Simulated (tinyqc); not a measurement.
# Abrupt p-n junction, non-linear Poisson equation by Newton steps: what changes with what

One dimension, p side on the left, n side on the right; net doping C = -Na for x < 0 and +Nd for x > 0. The potential psi is counted from the intrinsic level, and the quasi-Fermi potentials are flat: 0 for holes and -V for electrons, so n = ni exp((psi + V)/Vt) and p = ni exp(-psi/Vt) (Boltzmann statistics, full ionisation, no current). Under reverse bias this makes the minority densities vanishingly small everywhere; they play no part in the charge.

Inputs (values chosen for the exercise); band and dielectric values close to those of silicon:
- T = 250 K (temperature)
- Eg = 1.13 eV (band gap)
- eps_r = 11.5 (relative permittivity)
- Nc = 2.1e19 cm^-3 (conduction-band density of states at T)
- Nv = 1.99e19 cm^-3 (valence-band density of states at T)
- Na = 2.8e18 cm^-3 (acceptor density of the p side)
- Nd = 1.5e17 cm^-3 (donor density of the n side)
- V = -2.7 V (bias of the p side against the n side)

Constants: q = 1.602176634e-19 C, kB = 1.380649e-23 J/K, Vt = kB T/q, eps0 = 8.8541878128e-14 F/cm where lengths are in cm. Results are converted to the units shown.

Each table varies one quantity; the others keep the values above.

## Capacitance and field against bias

The Poisson equation d/dx(eps0 eps_r dpsi/dx) = -q (p - n + C) is solved on a mesh of more than 1000 nodes that ends in neutral material (psi_p = -Vt ln(Na/ni), psi_n = Vt ln(Nd/ni) - V). C_j = q d/dV of the integral of p over x, from the linearised equation. ni = sqrt(Nc Nv) exp(-Eg/(2 Vt)), Eg in volts. Depletion approximation: Vbi = Vt ln(Na Nd/ni^2), W = sqrt(2 eps0 eps_r (Vbi - V)(1/Na + 1/Nd)/q), xp = W Nd/(Na + Nd), xn = W Na/(Na + Nd), peak field 2 (Vbi - V)/W, capacitance eps0 eps_r/W. The last column applies it to an abrupt Na-Nd junction.

Capacitance and field against bias:
```
V (V)  peak |E| (kV/cm)  C_j (nF/cm^2)  1/C_j^2 (cm^4/uF^2)  eps0 eps_r/C_j (nm)  abrupt depletion C (nF/cm^2)
0.15              190.8          121.6                67.66                83.76                         118.2
-0.12             219.1          104.8                91.03                97.15                         102.7
-0.39             244.6          93.53                114.3                108.9                         92.03
-0.66             267.9          85.25                137.6                119.4                         84.12
-0.92             288.7          79.06                160.0                128.8                         78.15
-1.19             308.9          73.87                183.3                137.8                         73.13
-1.46             327.8          69.59                206.5                146.3                         68.97
-1.73             345.8          65.97                229.8                154.3                         65.45
-2                362.8          62.87                253.0                162.0                         62.41
```

What does the table show?

With V going from 0.15 to -2 V, C_j falls from 122 to 62.9 nF/cm^2 and the peak field rises from 191 to 363 kV/cm. The slope of 1/C_j^2, read as N = 2/(q eps0 eps_r |slope|), gives 1.42e17 cm^-3 between the first two rows and 1.42e17 cm^-3 between the last two, against Na Nd/(Na + Nd) = 1.42e17 cm^-3; the slopes of all rows agree within 0.5 %, as for uniform doping at both edges. At the end C_j goes as (Vbi - V)^(-0.51) with Vbi = 0.981 V, and it is 0.73 % above the abrupt depletion formula (at the first row 2.9 % above it).

## Convergence with the mesh

Uniform meshes of N intervals over 354.3 nm, nodes at x_i = (i - j - 1/2) h, i = 0..N, so that the junction lies midway between nodes j and j + 1; end nodes fixed at psi_p and psi_n; box-integrated Poisson equation eps0 eps_r (psi_(i+1) - 2 psi_i + psi_(i-1))/h + q h (p - n + C) = 0. The peak field is the largest (psi_(i+1) - psi_i)/h; LD = sqrt(eps0 eps_r Vt/(q N)) of the heavier side. Errors are against E_j. Exact first integral for an abrupt junction with thick neutral sides: psi_p = -Vt ln(Na/ni), psi_n = Vt ln(Nd/ni) - V, psi_j = (Nd psi_n + Na psi_p - Vt (Nd - Na))/(Na + Nd) at the junction, n_j = ni exp((psi_j + V)/Vt), p_j = ni exp(-psi_j/Vt), and E_j^2 = (2 q/(eps0 eps_r)) [Nd (psi_n - psi_j - Vt) + Vt (n_j + p_j)] (minority densities of the neutral sides neglected).

Results:
```
N     h (nm)    h/LD    j  peak field (kV/cm)  error (%)
10     35.43   16.02    1               374.0      -7.36
20     17.71   8.011    1               394.1      -2.39
40     8.857   4.006    3               402.4     -0.324
80     4.429   2.003    6               403.3     -0.108
160    2.214   1.001   13               403.6    -0.0263
320    1.107  0.5007   26               403.7   -6.59e-3
1280  0.2768  0.1252  105               403.7   -4.12e-4
```

Estimate the missing row, N = 640.

Computed row:
```
N    h (nm)    h/LD   j  peak field (kV/cm)  error (%)
640  0.5536  0.2503  52               403.7   -1.65e-3
```

With this row back in the table: The error goes from -7.4 % at N = 10 to -4.1e-4 % at N = 1280. Over the last doubling it shrinks by a factor of 4.0, close to the 4 of a second-order scheme. It first drops below 1 % at N = 40, where h is 4.0 Debye lengths.

Program tinyqc, `OMP_NUM_THREADS=1 python tinyqc.py 2000124 2000125 out.jsonl`; Intel Xeon 2.30GHz, shared host, one thread, about 0.03 s.
